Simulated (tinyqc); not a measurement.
Etch lag against aspect ratio: ion-assisted plasma etching: sheath, surface coverage, synergy and aspect-ratio dependence. Computed by tinyqc, a small Python program. Command: `OMP_NUM_THREADS=1 python tinyqc.py 3005520 3005521 out.jsonl etch walk`. One thread of a shared host (Intel(R) Xeon(R) Processor @ 2.30GHz), about 0.05 s of CPU time with the checks.

Radicals adsorb on bare sites; ions remove covered sites with a high yield and bare sites by sputtering; a slow spontaneous reaction acts everywhere, walls included.

Inputs (values chosen for the exercise, close to those used for silicon in a halogen plasma):

| quantity | value | unit |
|---|---|---|
| plasma density n_e | 7.3e+09 | 1/cm^3 |
| electron temperature T_e | 3 | eV |
| ion mass M_i | 80 | u |
| sheath voltage V | 79 | V |
| radical density n | 9.7e+13 | 1/cm^3 |
| radical mass M_n | 80 | u |
| gas temperature T_g | 300 | K |
| sticking coefficient s | 0.61 | - |
| radicals per removed unit x | 3 | - |
| yield slope b | 0.34 | eV^(-1/2) |
| threshold E_th | 7.7 | eV |
| sputter slope b_p | 0.029 | eV^(-1/2) |
| sputter threshold E_p | 26 | eV |
| spontaneous reaction probability k_c | 9.6e-05 | - |
| solid density N | 5e+22 | 1/cm^3 |
| ion temperature T_i | 0.66 | eV |

Feature: long trench.

Constants: e = 1.602176634e-19 C; u = 1.6605390666e-27 kg; k_B = 1.380649e-23 J/K; eps_0 = 8.8541878128e-12 F/m.

Method:
- Bohm speed u_B = sqrt(e T_e/M_i); ion flux G_i = 0.61 n_e u_B; radical flux G_n = n c/4 with c = sqrt(8 k_B T_g/(pi M_n)).
- Debye length lambda_D = sqrt(eps_0 T_e/(e n_s)) with n_s = 0.61 n_e, T_e in volts; Child-law sheath d = (sqrt2/3) lambda_D (2 V/T_e)^(3/4); ion energy E = V + T_e/2; angular spread = arctan(sqrt(T_i/E)).
- Yields: Y = b (sqrt(E) - sqrt(E_th)) on covered sites, Y_p = b_p (sqrt(E) - sqrt(E_p)) on bare ones (zero below threshold).
- Steady coverage: s G_n (1 - theta) = x Y G_i theta; removal flux = Y G_i theta + Y_p G_i (1 - theta) + k_c G_n; rate = flux/N, 1 cm/s = 6e8 nm/min.
- Lateral rate = k_c G_n/N; anisotropy = 1 - lateral/vertical; synergy = vertical/(ions alone + radicals alone), with ions alone Y_p G_i/N and radicals alone the lateral rate.
- Transmission of a long trench, rough form: K = (1 + ln(1 + A))/(1 + A + ln(1 + A)), walls that scatter diffusely without loss. With a loss probability S = s (1 - theta) at the floor, G_b/G_n = K/(K + S - K S); theta follows G_b, and the two are solved together. Ions are taken to reach the floor unshadowed; G_b replaces G_n in every term of the rate; A is depth over width.

yield Y = 2.10708

sputter yield Y_p = 0.112322

ion flux G_i = 8.47030e+14 1/(cm^2 s)

radical flux G_n = 6.83305e+17 1/(cm^2 s)

vertical rate = 21.9471 nm/min

coverage theta = 0.987317

Floor of the feature:

| A | K | G_b/G_n | theta | rate (nm/min) | relative rate |
|---|---|---|---|---|---|
| 0.5 | 0.73760 | 0.99725 | 0.98728 | 21.944 | 0.99987 |
| 1.0 | 0.62869 | 0.99543 | 0.98726 | 21.942 | 0.99978 |
| 2.0 | 0.51203 | 0.99263 | 0.98722 | 21.939 | 0.99965 |
| 5.0 | 0.35830 | 0.98615 | 0.98714 | 21.933 | 0.99934 |
| 10.0 | 0.25361 | 0.97724 | 0.98703 | 21.923 | 0.99891 |
| 20.0 | 0.16821 | 0.96176 | 0.98682 | 21.907 | 0.99817 |
| 50.0 | 0.08978 | 0.92165 | 0.98625 | 21.864 | 0.99621 |
| 100.0 | 0.05317 | 0.86250 | 0.98533 | 21.799 | 0.99323 |

What follows from these numbers?

K falls by a factor 13.9 over the rows and the rate by 1.01. Among these rows the rate stays within 10 % of the open-field value up to A = 100, as near saturation the coverage changes little when G_b falls. Caution: rows with A above about 1/(2 tan(ion spread)) or 1/sqrt(k_c), often 10 to 30, are formal: ion shadowing, radical loss on the walls, redeposition of sputtered material and, in fluorocarbon plasmas, polymer growth are left out and add to the lag.
